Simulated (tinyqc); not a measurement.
Transient enhanced diffusion after implantation: plus-n interstitials, dissolving clusters and loss to the surface: one step, computed by the program tinyqc. Command: `OMP_NUM_THREADS=1 python tinyqc.py 3008670 3008671 out.jsonl ted walk`. One thread of a shared host (Intel(R) Xeon(R) Processor @ 2.30GHz), about 0.01 s of CPU time with the checks.

The implant leaves n Q interstitials in clusters at depth R_p. While clusters last they hold the free interstitials at a supersaturation S = C_I/C_I*; interstitials drain to the surface, and the part f_I of the dopant diffusion that uses interstitials speeds up in proportion to S.

Problem. Duration and total effect at this temperature. The clusters last tau = n Q/J. If they dissolve fully at this T, the extra budget is (D/D* - 1) D* tau.

Inputs (values chosen for the exercise, modelled on boron in silicon): implant dose Q = 9.6e+13 1/cm^2; interstitials kept per ion n = 1.2; anneal (peak) temperature T = 975 C.

Anneal: isothermal.

flux J = 4.169245e+13 1/(cm^2 s)

enhancement D/D* = 48.58026

equilibrium diffusivity D* = 7.928834e-15 cm^2/s

Give: duration tau; extra budget if complete.

Solution.

duration tau = 2.763 s

extra budget if complete = 1.042e-12 cm^2
